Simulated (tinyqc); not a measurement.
Chemical vapour deposition: Grove model, boundary layer, depletion and step coverage: one step, computed by the program tinyqc.

A precursor diffuses to the surface and reacts there at first order; each molecule that reacts adds one formula unit of film.

Task: Growth rate at the inlet. Fluxes in series: C_s = C_g/(1 + k_s/h_g); growth rate G = k_s h_g/(k_s + h_g) C_g/N; 1 cm/s = 6e8 nm/min.

Inputs (values chosen for the exercise, close to those used for epitaxial silicon from a chlorosilane): temperature T = 1140 C; film density N = 5e+22 formula units/cm^3.

Reactor: horizontal, atmospheric.

surface rate constant k_s = 0.6424980 cm/s

mass-transfer coefficient h_g = 0.7060277 cm/s

precursor density C_g = 5.712636e+16 1/cm^3

Give: ratio k_s/h_g; C_s/C_g; growth rate G at the inlet.

Result:

ratio k_s/h_g = 0.9100

C_s/C_g = 0.5236

growth rate G at the inlet = 230.6 nm/min

Reaction and transport resist to a similar degree.
